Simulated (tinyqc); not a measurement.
Inside a calculation. Model: energy and delay of logic against supply voltage.

Numbers from tinyqc (`OMP_NUM_THREADS=1 python tinyqc.py 2082146 2082147 out.jsonl`; about 0.01 s on one thread of a shared Intel Xeon 2.30GHz). Printed values are rounded.

One expression serves below and above threshold: I(Vg) = Ik [ln(1 + exp((Vg - VT + dd V)/(al nf Vt)))]^al, with I_on = I(V) and I_off = I(0). Gate delay td = kd C V/I_on, clock period LD td. Per gate and cycle the switching energy is act C V^2 and the leakage energy I_off V LD td. No short-circuit current, no variation. Minima are sought above 0.09 V; below a few Vt gates no longer switch and the model has no meaning.

Values chosen for this exercise; values of the order met in logic technologies:
```
symbol,value,unit,meaning
T,330,K,temperature
VT,0.33,V,threshold voltage at zero drain bias
nf,1.21,,slope factor
dd,0.04,,barrier lowering per volt of supply
Ik,0.3,uA,specific current of a gate
al,1.34,,exponent of the current law
C,0.59,fF,load capacitance of a gate
kd,0.9,,delay factor
LD,12,,logic depth
act,0.01,,activity factor
V,0.82,V,supply voltage
```

Constants: q = 1.602176634e-19 C, kB = 1.380649e-23 J/K, Vt = kB T/q. Results are converted to the units shown.

## Currents, delay and energies

I_on, I_off, td, clock frequency 1/(LD td), both energies and their sum.

I_on = 7.76659 uA
I_off = 0.0531545 nA
td = 56.0632 ps
clock frequency = 1.48642 GHz
switching energy = 3.96716 aJ
leakage energy = 0.0293233 aJ
energy = 3.99648 aJ

I_on/I_off = 1.46e5; leakage makes up 0.734 % of the energy.

## Starting value

V = 0.35 V.

V at the start = 0.35 V

## Iteration 1: new V

Minimum-energy supply: E(V) is the energy per gate and cycle; with h = 0.001 V, E' = (E(V + h) - E(V - h))/(2 h), E'' = (E(V - h) - 2 E(V) + E(V + h))/h^2, V(new) = V - E'/E''.

E' = 3.36376 aJ/V
E'' = 26.9870 aJ/V^2
V after iteration 1 = 0.225356 V

## Iteration 2: new V

As before.

E' = -6.60078 aJ/V
E'' = 180.695 aJ/V^2
V after iteration 2 = 0.261886 V

## Iteration 3: new V

As before.

E' = -1.51231 aJ/V
E'' = 103.293 aJ/V^2
V after iteration 3 = 0.276527 V

## Course of the iteration

Stop when the step is below 1e-9 V, or after 40 iterations.

Course of the iteration:
```
iteration	V before the step (V)	step (V)
1	0.35	-0.125
2	0.225356	0.0365
3	0.261886	0.0146
4	0.276527	2.05e-3
5	0.278576	3.52e-5
6	0.278611	9.36e-9
7	0.278611	-2.09e-13
```

Converged in 7 iterations. There leakage makes up 29.5 % of the energy and the clock runs at 41.2 MHz.
